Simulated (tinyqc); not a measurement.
Capacitance of parallel on-chip lines from Laplace's equation on a mesh: one step of the calculation.

Cross-section of an endless row of equal lines between two grounded planes; neighbours are driven in antiphase (+1 V and -1 V), so the plane midway between two lines is at 0 V. By symmetry one quarter is solved: x runs from the centre of a line (column 0, mirror) to that midplane (column 4, 0 V), y from the mid-height of the line (row 0, mirror) to the ground plane (row 4, 0 V). The line fills columns 0 to 2 and rows 0 to 2 at 1 V. Cells beside the line (below row 2) have e2, cells above have e1. Each link between nodes has the conductance g = mean permittivity of the two cells beside it (a cell beyond a mirror counts as 0), and the free nodes obey sum g (V_neighbour - V) = 0.

Problem. Capacitance per length. C = 4 eps0 sum g (difference of V)^2 over all links (twice the energy of the four quarters, line at 1 V). Plate estimate without fringing: eps0 [2 e1 w/hd + 2 e2 t/(s/2)], w = 4 hx, t = 4 hx, s/2 = 2 hx, hd = 2 hx.

Values chosen for this exercise: relative permittivity above and below the lines e1 = 4.2; relative permittivity between the lines e2 = 2.

Constants: eps0 = 8.8541878128e-12 F/m. Results are converted to the units shown.

converged V (V):
```
           col 0      col 1      col 2      col 3      col 4
row 0  1.0000000  1.0000000  1.0000000  0.4849736  0.0000000
row 1  1.0000000  1.0000000  1.0000000  0.4699471  0.0000000
row 2  1.0000000  1.0000000  1.0000000  0.3948151  0.0000000
row 3  0.4886064  0.4772127  0.4202444  0.2037649  0.0000000
row 4  0.0000000  0.0000000  0.0000000  0.0000000  0.0000000
```

gx:
```
       col 0  col 1  col 2  col 3
row 0      1      1      1      1
row 1      2      2      2      2
row 2    3.1    3.1    3.1    3.1
row 3    4.2    4.2    4.2    4.2
row 4    2.1    2.1    2.1    2.1
```

gy:
```
       col 0  col 1  col 2  col 3  col 4
row 0      1      2      2      2      1
row 1      1      2      2      2      1
row 2    2.1    4.2    4.2    4.2    2.1
row 3    2.1    4.2    4.2    4.2    2.1
```

Wanted: C; plate estimate.

Solution.

C = 324.3 aF/um
plate estimate = 219.6 aF/um

Program tinyqc, `OMP_NUM_THREADS=1 python tinyqc.py 2790143 2790144 out.jsonl`; Intel Xeon 2.30GHz, shared host, one thread, about 1 s.
